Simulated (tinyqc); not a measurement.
# Pinning of the barrier by interface states

Cowley-Sze model with the space charge neglected: phiB = S (phiM - chi) + (1 - S)(Eg - phi0), S = 1/(1 + q Dit dl/(eps0 ei)), dl in cm.

Inputs (values chosen for the exercise); band and dielectric values close to those of cadmium telluride:
- Eg = 1.5 eV (band gap)
- chi = 4.22 eV (electron affinity)
- dl = 0.6 nm (thickness of the interfacial layer)
- ei = 1 (relative permittivity of the interfacial layer)
- phi0 = 0.73 eV (neutral level above the valence band)
- phiM = 4.66 eV (metal work function)

Constants: q = 1.602176634e-19 C, eps0 = 8.8541878128e-14 F/cm where lengths are in cm. Results are converted to the units shown.

Result of one run:
```
Dit (cm^-2 eV^-1)	S	phiB (eV)	change of phiB for 0.5 eV more work function (eV)
1e14	0.08434	0.7422	0.04217
```

What becomes of these results when the density of interface states Dit is changed from 1e14 to 3e12 cm^-2 eV^-1, all else the same?

Result of the changed run:
```
Dit (cm^-2 eV^-1)	S	phiB (eV)	change of phiB for 0.5 eV more work function (eV)
3e12	0.7543	0.5211	0.3772
```

The whole series:
```
Dit (cm^-2 eV^-1)	S	phiB (eV)	change of phiB for 0.5 eV more work function (eV)
1e11	0.9893	0.4435	0.4946
3e11	0.9685	0.4504	0.4842
1e12	0.9021	0.4723	0.4510
3e12	0.7543	0.5211	0.3772
1e13	0.4795	0.6118	0.2397
3e13	0.2349	0.6925	0.1175
1e14	0.08434	0.7422	0.04217
3e14	0.02979	0.7602	0.01489
1e15	0.009127	0.7670	0.004563
```

S falls from 0.989 to 0.00913, passing 1/2 at Dit = eps0 ei/(q dl) = 9.21e12 cm^-2 eV^-1. The barrier rises from 0.444 to 0.767 eV, from near the Schottky-Mott value phiM - chi = 0.440 eV towards the pinned value Eg - phi0 = 0.770 eV.

tinyqc, about 0.06 s, one thread, Intel Xeon 2.30GHz (shared host): `OMP_NUM_THREADS=1 python tinyqc.py 2020032 2020033 out.jsonl`
